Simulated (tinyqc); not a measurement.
Line shape against size: Raman line shape of confined optical phonons and breathing modes of small crystals. Computed by tinyqc, a small Python program. Command: `OMP_NUM_THREADS=1 python tinyqc.py 3005538 3005539 out.jsonl confine walk`. One thread of a shared host (Intel(R) Xeon(R) Processor @ 2.30GHz), about 0.02 s of CPU time with the checks.

Confinement in 3 direction(s) lets phonons with q away from zero scatter light. q is in units of 2 pi/a, from 0 to 1, and the branch is isotropic: omega(q)^2 = (omega_0^2 + omega_X^2)/2 + ((omega_0^2 - omega_X^2)/2) cos(pi q). The model and its constant beta are phenomenological; beta = 8 is the common choice.

Inputs (values chosen for the exercise, modelled on germanium): bulk frequency omega_0 = 300.7 1/cm; frequency at the zone boundary omega_X = 238 1/cm; natural width Gamma_0 = 3.2 1/cm; lattice constant a = 5.658 angstrom; size L = 15 nm; confinement constant beta = 3.

Shape: sphere.

Method:
- Weight W(q) = q^2 exp(-(2 L q/a)^2/(2 beta)) dq, that is exp(-k^2 L^2/(2 beta pi^2)) for k = 2 pi q/a.
- Width q_c = a sqrt(2 beta)/(2 L), where the exponential falls to 1/e; curvature of the branch: omega(q) = omega_0 - c q^2, c = pi^2 (omega_0^2 - omega_X^2)/(8 omega_0); for small q_c the mean of q^2 is (number of confined directions) q_c^2/2, and the mean shift is -c times that.
- I(omega) = int W(q) / [(omega - omega(q))^2 + (Gamma_0/2)^2] dq / int W dq x (Gamma_0/2)^2, by 400 Gauss-Legendre points on 0 < q < min(1, 2.5 a sqrt(2 beta)/L).
- The peak is the maximum of I; the width is taken between the half-maximum points, and the asymmetry is the low-side half-width over the high-side one.

mean shift, quadratic estimate = -0.443626 1/cm

Line shape:
```
L (nm)  peak shift (1/cm)  full width (1/cm)  asymmetry  mean shift, quadratic estimate (1/cm)
3                 -5.0496             15.477     2.2435                                -11.091
3.6               -3.7458             11.538     2.0836                                -7.7018
4.4               -2.7445             8.6016     1.8723                                -5.1558
5.5               -1.9688             6.4782     1.6313                                -3.2997
7                 -1.3814             5.0522     1.4014                                -2.0371
10               -0.80317             3.9234     1.1633                               -0.99816
15               -0.40757             3.4029     1.0382                               -0.44363
25               -0.15703             3.2308     1.0031                               -0.15971
```

What does the comparison show, and why?

The peak shift falls with exponent -1.64 at the small end and -1.87 at the large end. For still larger L it tends to the mean shift, which goes as 1/L^2; the ratio is 0.46 in the first row and 0.98 in the last. The width exceeds Gamma_0 by over 10 % for L up to 10 nm. In a sphere the factor q^2 removes the weight at q = 0, so the peak itself moves strongly.

Extremes, crossings and ranges named in words are read from the listed rows.
